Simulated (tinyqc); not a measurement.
CMOS latch-up, two-transistor model: effect of the temperature.

A parasitic pnp (emitter at Vdd, base shunted by Rw) and npn (emitter at ground, base shunted by Rs) feed each other: the npn collector current flows out of the pnp base node, the pnp collector current into the npn base node. Forward-active transistors with constant gains: Icn = Isn exp(Vn/Vt), Icp = Isp (exp(Vp/Vt) - 1). A current Ii is injected into the npn base node.

Isn, Isp and Von are given at 293 K; the currents scale as T^3 exp(-1.12 V/Vt), Von falls by 1.5 mV/K, gains and resistances are fixed. Node equations: Vp/Rw + Icp/bp = Icn and Vn/Rs + Icn/bn = Icp + Ii. Loop gain G = gn gp/[(1/Rw + gp/bp)(1/Rs + gn/bn)], gn = Icn/Vt, gp = (Icp + Isp)/Vt; the off state ends where G = 1, and Ii there is the trigger current. On state with both base-emitter voltages at Von: npn base current Ib = (Von/Rs + bp Von/Rw)/(bn bp - 1), holding current Ih = (bn + 1) Ib + Von/Rs, holding voltage Vh = Vsat + Von + R2 (Ib + Von/Rs).

Inputs (values chosen for the exercise); values close to those of bulk CMOS:
- bn = 6.5 (current gain of the npn)
- bp = 5 (current gain of the pnp)
- Isn = 2.1e-15 A (saturation current of the npn at the reference temperature)
- Isp = 8.6e-17 A (saturation current of the pnp at the reference temperature)
- Rs = 52 ohm (substrate resistance shunting the npn)
- Rw = 220 ohm (well resistance shunting the pnp)
- R2 = 150 ohm (resistance from the pnp collector to the npn base)
- Von = 0.74 V (base-emitter voltage in the on state)
- Vsat = 0.17 V (saturation voltage)
- Vdd = 3.3 V (supply voltage)

Constants: q = 1.602176634e-19 C, kB = 1.380649e-23 J/K, Vt = kB T/q. Results are converted to the units shown.

Result of one run:
```
Vn at trigger (V),trigger current (mA),Ih (mA),Vh (V)
0.4326,8.530,15.05,2.273
```

Which temperature T gave this result: 233, 293, 323, 413 or 443 K?

T = 443 K.

The whole series:
```
T (K),Vn at trigger (V),trigger current (mA),Ih (mA),Vh (V)
233,0.8083,16.06,24.25,3.560
263,0.7585,15.06,22.94,3.376
293,0.7074,14.04,21.62,3.192
323,0.6549,12.99,20.31,3.009
353,0.6013,11.91,18.99,2.825
383,0.5463,10.81,17.68,2.641
413,0.4901,9.686,16.36,2.457
443,0.4326,8.530,15.05,2.273
```

As T goes from 233 to 443 K, the trigger current falls from 16.1 to 8.53 mA, Ih falls from 24.3 to 15.0 mA and Vh falls from 3.56 to 2.27 V. Vh exceeds the supply Vdd = 3.3 V, which then cannot sustain a latched state, in 2 of the 8 rows.

tinyqc, about 0.04 s, one thread, Intel Xeon 2.30GHz (shared host): `OMP_NUM_THREADS=1 python tinyqc.py 2670030 2670031 out.jsonl`
